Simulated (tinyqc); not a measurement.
# Cell and bit-line capacitance from two signals

Inverse problem. In a DRAM a freshly written one gives the bit-line signal (Vd/2) Cs/(Cs + Cb). Find Cs and Cb.

Parameters, values chosen for the exercise: array voltage Vd = 1.1 V.

signal of a fresh one without and with 20 fF added to the bit line (mV): 77.272727  66.312057

Answer. (Vd/2)/signal = 1 + Cb/Cs, and the added capacitance raises it by its ratio to Cs.

Cs = 17.0 fF
Cb = 104 fF

tinyqc, about 0.01 s, one thread, Intel Xeon 2.30GHz (shared host): `OMP_NUM_THREADS=1 python tinyqc.py 2130123 2130124 out.jsonl`
